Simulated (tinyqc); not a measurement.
Ellipsometry and reflectance of a transparent film on an absorbing substrate: two steps of the calculation.

Air (index 1), film, substrate with N2 = n2 - i k2; time factor exp(+i w t). q_j = sqrt(N_j^2 - sin^2 th), root with positive real part. Fresnel coefficients r_s = (q_a - q_b)/(q_a + q_b), r_p = (N_b^2 q_a - N_a^2 q_b)/(N_b^2 q_a + N_a^2 q_b). tan(Psi) exp(i Delta) = R_p/R_s, Delta taken from 0 to 360 degrees.

Values chosen for this exercise; indices close to those of silicon dioxide on silicon:
```
symbol  value     unit                                  meaning
lam     632.8       nm                               wavelength
th         75  degrees                       angle of incidence
n1      1.465                     index of the transparent film
d          28       nm                           film thickness
n2      3.882                            index of the substrate
k2      0.019           extinction coefficient of the substrate
```

Task 1. Interface coefficients and thickness period. q0, q1, q2 and the coefficients r01 and r12 for p and s; the results repeat in d with the period lam/(2 q1).

Find: q0; q1; q2; r01,p; r01,s; r12,p; r12,s; period.

Result 1.

q0 = 0.2588
q1 = 1.101
q2 = 3.760-0.020i
r01,p = -0.3295
r01,s = -0.6195
r12,p = 0.3458-0.0020i
r12,s = -0.5469+0.0018i
period = 287.3 nm

Task 2. Psi, Delta and reflectances. beta = 2 pi d q1/lam, X = exp(-2 i beta), R = (r01 + r12 X)/(1 + r01 r12 X) for p and s.

q1 = 1.1014592
r01,p = -0.32950756
r01,s = -0.61946160
r12,p = 0.34576215-0.00201242i
r12,s = -0.54685981+0.00182854i

Find: beta; X; R_p; R_s; Psi; Delta; |R_p|^2; |R_s|^2.

Result 2.

beta = 0.3062 rad
X = 0.8182-0.5749i
R_p = -0.0684-0.2160i
R_s = -0.8529+0.1167i
Psi = 14.74 degrees
Delta = 80.23 degrees
|R_p|^2 = 0.05131
|R_s|^2 = 0.7410

The bare substrate gives Psi = 1.215 and Delta = 172.94 degrees.

tinyqc, about 0.3 s, one thread, Intel Xeon 2.30GHz (shared host): `OMP_NUM_THREADS=1 python tinyqc.py 2870167 2870168 out.jsonl`
